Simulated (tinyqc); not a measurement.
From resistivity back to carrier density n: mobility of a non-polar semiconductor in the relaxation-time approximation. Computed by tinyqc, a small Python program. Command: `OMP_NUM_THREADS=1 python tinyqc.py 3000348 3000349 out.jsonl rta inv`. One thread of a shared host (Intel(R) Xeon(R) Processor @ 2.30GHz), about 0.03 s of CPU time with the checks.

Each valley is treated as a sphere of mass m_d for states and rates, with one isotropic relaxation time; the conductivity mass m_c sets the current.

Inputs (values chosen for the exercise, modelled on holes in silicon):

| quantity | value | unit |
|---|---|---|
| longitudinal mass m_l | 0.485 | m_0 |
| transverse mass m_t | 0.485 | m_0 |
| equivalent valleys Z | 1 | - |
| static permittivity eps_s | 11.7 | - |
| density rho | 2329 | kg/m^3 |
| sound velocity v_l | 9240 | m/s |
| acoustic deformation potential D_A | 5.5 | eV |
| phonon energy hbar w | 63.1 | meV |
| optical or intervalley deformation potential D_o | 9.2 | 1e8 eV/cm |
| final valleys Z_f | 1 | - |
| compensation ratio C | 0.37 | - |
| temperature T | 300 | K |

Band: parabolic. Impurity formula: Brooks-Herring. Further scattering: none.

Constants: k_B = 8.617333262e-05 eV/K; m_0 = 9.1093837015e-31 kg; e = 1.602176634e-19 C; hbar = 1.054571817e-34 J s; eps_0 = 8.8541878128e-12 F/m; k_B = 1.380649e-23 J/K; hbar = 6.582119569e-16 eV s.

Method:
- m_d = (m_l m_t^2)^(1/3); 1/m_c = (1/m_l + 2/m_t)/3; Hall mass factor A = 3 K_m (K_m + 2)/(2 K_m + 1)^2, K_m = m_l/m_t; N_I = n (1 + C)/(1 - C).
- Parabolic band: E = hbar^2 k^2/(2 m), speed v = hbar k/m, states per spin, volume and energy g(E) = m k/(2 pi^2 hbar^2). Here m = m_d. Masses are multiplied by m_0 and all formulas are in SI units.
- The reduced Fermi level eta = E_F/(k_B T) solves n = 2 Z int g f dE with f = 1/(1 + exp(x - eta)) (Z = 1 unless valleys are given); screening length L_s = sqrt(eps_s eps_0 k_B T/(e^2 dn/deta)), dn/deta = 2 Z int g f (1 - f) dE.
- Integrals over x = E/(k_B T) use 160 Gauss-Legendre points in u = sqrt(x) from 0 to sqrt(max(eta, 0) + 32).
- Phonon occupation N_q = 1/(exp(hbar w/(k_B T)) - 1).
- Acoustic deformation potential (elastic, equipartition, absorption and emission together): 1/tau = 2 pi k_B T D_A^2 g(E)/(hbar rho v_l^2).
- Optical or intervalley deformation potential: 1/tau = (pi Z_f D_o^2/(rho w)) [N_q g(E + hbar w) + (N_q + 1) g(E - hbar w)], with g = 0 below the band edge.
- Each optical term is multiplied by (1 - f(E'))/(1 - f(E)), E' the final energy, for Pauli blocking.
- Singly charged impurities, momentum relaxation: 1/tau = N_I e^4 m (1 + 2 alpha E) Phi/(8 pi (eps_s eps_0)^2 hbar^3 k^3), with alpha = 0 for a parabolic band.
- Brooks-Herring: Phi = ln(1 + b) - b/(1 + b), b = 4 k^2 L_s^2.
- mu = (m_d/m_c) (2 Z e/(3 n k_B T)) int g v^2 tau f (1 - f) dE.
- Averages over x are split at the emission threshold x_0 = hbar w/(k_B T): 64 Gauss-Legendre points in sqrt(x) below it and 128 in sqrt(x - x_0) above it, up to x = max(eta, 0) + 32.
- Rates are added at each energy before the average. With <y> = int g v^2 y f (1 - f) dE: Hall factor r_H = A (3 n k_B T/(2 Z m_d)) <tau^2/(1 + 2 alpha E)>/<tau>^2 (alpha = 0 for a parabolic band); Hall mobility r_H mu; |S| = (k_B/e) (<x tau>/<tau> - eta); resistivity 1/(n e mu).

Task: A run gave the result below. Find the carrier density n, known to lie between 1.2e+18 and 2.2e+18 1/cm^3.

resistivity = 0.02228677 ohm cm

Result:

Each step takes the trial c = (a f_b - b f_a)/(f_b - f_a), f being the result less the target and a, b, c the logarithms of the listed values; c replaces end b, the old b replaces a if the sign of f changed, and otherwise f_a is halved.

Scan of the range:

| carrier density n (1/cm^3) | resistivity (ohm cm) |
|---|---|
| 1.20e+18 | 0.0231552 |
| 1.33e+18 | 0.0218020 |
| 1.47e+18 | 0.0205584 |
| 1.62e+18 | 0.0194157 |
| 1.80e+18 | 0.0182442 |
| 1.99e+18 | 0.0171898 |
| 2.20e+18 | 0.0161919 |

False position (Illinois rule, in the logarithm of the input) inside the bracket:

| step | end a | end b | trial | resistivity (ohm cm) |
|---|---|---|---|---|
| 1 | 1.20000e+18 | 1.33000e+18 | 1.28189e+18 | 0.0222777 |
| 2 | 1.20000e+18 | 1.28189e+18 | 1.28016e+18 | 0.0222953 |
| 3 | 1.28189e+18 | 1.28016e+18 | 1.28100e+18 | 0.0222868 |
| 4 | 1.28016e+18 | 1.28100e+18 | 1.28100e+18 | 0.0222868 |

Resistivity falls at every point of a 13-point scan of the range (every second point is shown), so one value fits; it is bracketed by 1.20e18 and 1.33e18. Answer: carrier density n = 1.281e18 1/cm^3.
